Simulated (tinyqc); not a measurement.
Undoped symmetric double-gate MOSFET, analytic potential model: one step of the calculation.

An undoped body of thickness ts between two equal insulators and tied gates; long channel, electrons only, n = ni exp((psi - V)/Vt) with V the quasi-Fermi potential (0 at the source, Vd at the drain), constant mobility, no quantisation. Across the body psi(x) = V - 2 Vt ln[(ts/(2 beta)) sqrt(q ni/(2 eps0 eps_r Vt)) cos(2 beta x/ts)], x from the centre. Q is the electron charge per area of the whole body.

Problem. Charges and drain current. beta (between 0 and pi/2) solves (Vg - V0 - V)/(2 Vt) = ln(beta) - ln(cos beta) + 2 r beta tan(beta). Q = 8 eps0 eps_r Vt beta tan(beta)/ts; I = mu (1/L)(4 eps0 eps_r/ts)(2 Vt)^2 [g(beta_s) - g(beta_d)] per width, g = beta tan(beta) - beta^2/2 + r beta^2 tan^2(beta), with beta_s at V = 0 and beta_d at V = Vd.

Inputs (values chosen for the exercise); material values close to those of In0.53Ga0.47As: temperature T = 300 K; relative permittivity of the semiconductor eps_r = 14.1; body thickness ts = 20 nm; channel mobility mu = 280 cm^2/(V s); gate length L = 2 um; drain voltage Vd = 0.8 V.

Constants: q = 1.602176634e-19 C, kB = 1.380649e-23 J/K, Vt = kB T/q, eps0 = 8.8541878128e-14 F/cm where lengths are in cm. Results are converted to the units shown.

beta_s = 0.55769293
beta_d = 1.4857043e-7
r = 0.24452703

Give: Qs; Qd; g(beta_s); g(beta_d); I.

Solution.

Qs = 44.91 nC/cm^2
Qd = 2.850e-12 nC/cm^2
g(beta_s) = 0.2219
g(beta_d) = 1.104e-14
I = 0.2074 uA/um

The term r beta^2 tan^2(beta), which gives the square law, makes up 13.3 % of g at the source.

Program tinyqc, `OMP_NUM_THREADS=1 python tinyqc.py 2440105 2440106 out.jsonl`; Intel Xeon 2.30GHz, shared host, one thread, about 0.02 s.
